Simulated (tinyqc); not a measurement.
Schottky barrier with interface states (Cowley-Sze model), image lowering and contact resistance: one step, computed by the program tinyqc. Command: `OMP_NUM_THREADS=1 python tinyqc.py 3000837 3000838 out.jsonl pinning walk`. One thread of a shared host (Intel(R) Xeon(R) Processor @ 2.30GHz), about 0.01 s of CPU time with the checks.

An n-type semiconductor under a metal. The barrier lies between the Schottky-Mott limit phi_M - chi and the Bardeen limit E_g - E_n, E_n being the neutrality level of the interface states; the space-charge term of the full Cowley-Sze expression is left out.

Problem. Depletion layer and image lowering under reverse bias. N_c = 2 M_c (2 pi m_e k_B T/h^2)^(3/2); xi = E_c - E_F solves N = N_c F_1/2(-xi/k_B T) (bisection; full ionisation). F_1/2(eta) = (2/sqrt(pi)) int_0^infinity sqrt(x)/(1 + exp(x - eta)) dx, by the trapezoid rule in t = sqrt(x) with step 0.02 up to t = 12 (for eta < -12 by exp(eta) - exp(2 eta)/2^(3/2)). V_bi = phi_B - xi; W = sqrt(2 eps_s eps_0 (V_bi + V_r - k_B T/e)/(e N)); field at the metal E_m = e N W/(eps_s eps_0); image lowering sqrt(e E_m/(4 pi eps_s eps_0)).

Inputs (values chosen for the exercise, with gap, mass and screening modelled on GaSb):
```
quantity                     value   unit
dielectric constant eps_s     15.8      -
electron mass m_e           0.0405    m_0
valleys M_c                      1      -
donor density N            1.1e+16  cm^-3
temperature T                  300      K
reverse bias V_r               3.2      V
```

Pinning factor from: interface states.

barrier phi_B = 0.4033502 eV

Constants: k_B = 8.617333262e-05 eV/K; m_0 = 9.1093837015e-31 kg; k_B = 1.380649e-23 J/K; h = 6.62607015e-34 J s; eps_0 = 8.8541878128e-12 F/m; e = 1.602176634e-19 C.

Give: N_c; xi; built-in voltage V_bi; depletion width W; field E_m; image lowering.

Solution.

N_c = 2.045e+17 cm^-3

xi = 0.07507 eV

built-in voltage V_bi = 0.3283 V

depletion width W = 745.7 nm

field E_m = 93940 V/cm

image lowering = 0.02926 eV
